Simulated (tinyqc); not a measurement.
# Double-gate transistor, scale length and short-channel effects: several studies

A body of thickness ts between two insulators of thickness ti and two tied gates. Below threshold the potential that source and drain add obeys Laplace's equation and vanishes on the gate. Its lowest mode decays along the channel as exp(-k y); k is the smallest positive root of the matching condition at the interface, and the scale length is Lambda = pi/k.

Values chosen for this exercise; permittivities: semiconductor close to that of gallium nitride, insulator close to that of silicon dioxide: temperature T = 400 K; relative permittivity of the semiconductor eps_r = 9.36; relative permittivity of the insulator ei = 3.77; insulator thickness ti = 1.9 nm; body thickness ts = 4.7 nm; channel length L = 31 nm; potential of the source Vbi = 0.94 V; potential of the barrier top at threshold sT = 0.53 V; drain voltage Vds = 0.6 V.

Constants: q = 1.602176634e-19 C, kB = 1.380649e-23 J/K, Vt = kB T/q. Results are converted to the units shown.

Each table varies one quantity; the others keep the values above.

## Effect of the drain voltage

k is the smallest positive root of f(k) = ei cos(k ti) cos(k ts/2) - eps_r sin(k ti) sin(k ts/2). Along the channel psi(y) = s + a exp(y/l) + b exp(-y/l) with psi(0) = Vbi, psi(L) = Vbi + Vds and l = 1/k = Lambda/pi; with A = Vbi - s, B = A + Vds, x = exp(-L/l): a = (B - A x) x/(1 - x^2), b = (A - B x)/(1 - x^2). The minimum is s + 2 sqrt(a b), at y = (l/2) ln(b/a). The long-channel potential follows the gate as s = sT + (Vg - VTL)/m, and the threshold VT is the gate voltage at which the minimum equals sT. Swing = m Vt ln 10/g at threshold, g = d(minimum)/ds = 1 - (b x + a)/((1 + x) sqrt(a b)). DIBL = [VT(0.05 V) - VT(Vds)]/(Vds - 0.05 V). sT and Vbi are held fixed; m = 1.

The same in every row: Lambda (nm) = 11.770; L/Lambda = 2.6338.

Effect of the drain voltage:
```
Vds (V)	VT - VTL at Vds (mV)	DIBL (mV/V)	swing (mV/decade)
0.2	-16.503	14.533	82.036
0.35	-18.436	13.712	82.108
0.5	-20.194	13.048	82.190
0.65	-21.818	12.493	82.278
0.8	-23.336	12.018	82.367
0.95	-24.767	11.605	82.456
1.1	-26.125	11.241	82.544
```

What does the comparison show?

As Vds goes from 0.2 to 1.1 V, Lambda stays at 11.8 nm, DIBL falls from 14.5 to 11.2 mV/V and the swing rises from 82.0 to 82.5 mV a decade.

## Effect of the channel length

Same model as above.

The same in every row: Lambda (nm) = 11.770.

Result of one run:
```
L (nm)	L/Lambda	VT - VTL at Vds = 0.05 V (mV)	VT - VTL at Vds (mV)	DIBL (mV/V)	swing (mV/decade)
31	2.6338	-14.323	-21.290	12.667	82.248
```

What becomes of these results when the channel length L is changed from 31 to 53 nm, all else the same?

Result of the changed run:
```
L (nm)	L/Lambda	VT - VTL at Vds = 0.05 V (mV)	VT - VTL at Vds (mV)	DIBL (mV/V)	swing (mV/decade)
53	4.5030	-0.73728	-1.0927	0.64616	79.517
```

The whole series:
```
L (nm)	L/Lambda	VT - VTL at Vds = 0.05 V (mV)	VT - VTL at Vds (mV)	DIBL (mV/V)	swing (mV/decade)
13	1.1045	-225.98	-343.53	213.72	123.83
15	1.2744	-156.89	-237.43	146.44	110.37
18	1.5293	-95.067	-143.05	87.237	98.260
22	1.8692	-51.417	-76.929	46.387	89.642
26	2.2090	-28.796	-42.923	25.685	85.143
31	2.6338	-14.323	-21.290	12.667	82.248
37	3.1436	-6.3172	-9.3741	5.5580	80.641
44	3.7384	-2.4603	-3.6477	2.1589	79.864
53	4.5030	-0.73728	-1.0927	0.64616	79.517
```

From L = 13 to 53 nm, DIBL falls from 214 to 0.646 mV/V and the swing falls from 124 to 79.5 mV a decade (long-channel value 79.4). Between the last two rows the threshold shift at Vds decays with a length of 7.47 nm, against 2 Lambda/pi = 7.49 nm for a shift that goes as exp(-pi L/(2 Lambda)). DIBL first drops below 100 mV/V at L = 18 nm among the rows, L/Lambda = 1.5. For L = 13 to 15 nm L is under 1.5 Lambda, where higher modes, left out of the one-mode potential, count.

## A higher permittivity at fixed equivalent oxide thickness

Same model as above.

The equivalent oxide thickness 3.9 ti/ei is held at 2 nm, so ti = 2 ei/3.9 nm.

Results:
```
ei	ti (nm)	Lambda (nm)	L/Lambda	DIBL (mV/V)	swing (mV/decade)
3.9	2.0000	11.901	2.6049	13.282	82.386
5	2.5641	12.225	2.5357	14.882	82.745
7.5	3.8462	13.268	2.3365	20.718	84.045
15	7.6923	18.416	1.6833	65.097	93.625
20	10.256	22.774	1.3612	122.08	105.43
25	12.821	27.438	1.1298	201.59	121.42
```

Estimate the missing row, ei = 10.

Computed row:
```
ei	ti (nm)	Lambda (nm)	L/Lambda	DIBL (mV/V)	swing (mV/decade)
10	5.1282	14.700	2.1088	30.482	86.195
```

With this row back in the table: As ei goes from 3.9 to 25, Lambda rises from 11.9 to 27.4 nm, DIBL rises from 13.3 to 202 mV/V and the swing rises from 82.4 to 121 mV a decade. The ratio ei/ti is the same in every row, yet the insulator grows from 2.00 to 12.8 nm, and drain fields reach the channel sideways through it. For ei = 20 to 25 L is under 1.5 Lambda, where higher modes, left out of the one-mode potential, count.

Numbers from tinyqc (`OMP_NUM_THREADS=1 python tinyqc.py 2420030 2420031 out.jsonl`; about 0.01 s on one thread of a shared Intel Xeon 2.30GHz).
